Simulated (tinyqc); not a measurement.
Off-state leakage of single and stacked transistors: two steps of the calculation.

n-channel devices of unit width. Subthreshold current I(Vg, Vs, Vd) = I0 (T/300 K)^0.5 exp[(Vg - Vs - VT(T) - gb (Vs - Vb) + dd (Vd - Vs))/(nf Vt)] (1 - exp(-(Vd - Vs)/Vt)), VT(T) = VT - cT (T - 300 K). Gate-edge tunnelling Ig (Vd/1 V) exp(ag (Vd - 1 V)), for a gate at 0 V, and band-to-band leakage Ab u exp(-Bb/u), u = Vd - Vb + 1 V, flow at a drain held at V; both are taken as independent of T. In a stack of off transistors (all gates at 0 V) the same subthreshold current passes through each.

Parameters, values chosen for the exercise; values of the order met in bulk silicon logic transistors: temperature T = 300 K; supply voltage V = 1 V; threshold at 300 K, zero drain and body bias VT = 0.36 V; fall of the threshold with temperature cT = 0.6 mV/K; current at threshold at 300 K I0 = 0.92 uA/um; slope factor nf = 1.17; drain-induced lowering per volt dd = 0.17; rise of the threshold per volt of source-body bias gb = 0.22; gate-edge tunnelling current at 1 V Ig = 0.0001 uA/um; exponential slope of the gate current ag = 3.8 1/V; prefactor of band-to-band leakage at the drain Ab = 5 uA/(um V); its exponential voltage Bb = 29 V; body voltage Vb = 0 V.

Constants: q = 1.602176634e-19 C, kB = 1.380649e-23 J/K, Vt = kB T/q. Results are converted to the units shown.

Problem 1. Leakage of one transistor. Vg = Vs = 0, Vd = V; effective threshold VT(T) - gb Vb - dd V.

Give: effective threshold; parts; total; shares.

Solution 1.

effective threshold = 0.19000 V
parts (nA/um): subthreshold 1.7207, gate edge 0.10000, band-to-band 0.0050435
total = 1.8257 nA/um
shares (%): subthreshold 94.247, gate edge 5.4772, band-to-band 0.27624

The subthreshold part is the largest.

Problem 2. New Vx. Stack of two, Vx the node between them: I_low = I(0, 0, Vx), I_up = I(0, Vx, V), f = ln(I_up/I_low), f' = -(1 + gb + 2 dd)/(nf Vt) - 1/(Vt (exp(Vx/Vt) - 1)) - 1/(Vt (exp((V - Vx)/Vt) - 1)), Vx(new) = Vx - f/f'.

Vx at the start = 0.109 V

Give: I_low; I_up; f; f'; Vx after iteration 1.

Solution 2.

I_low = 0.01133 nA/um
I_up = 0.01149 nA/um
f = 0.01354
f' = -52.15 1/V
Vx after iteration 1 = 0.1093 V

Program tinyqc, `OMP_NUM_THREADS=1 python tinyqc.py 2242017 2242018 out.jsonl`; Intel Xeon 2.30GHz, shared host, one thread, about 0.03 s.
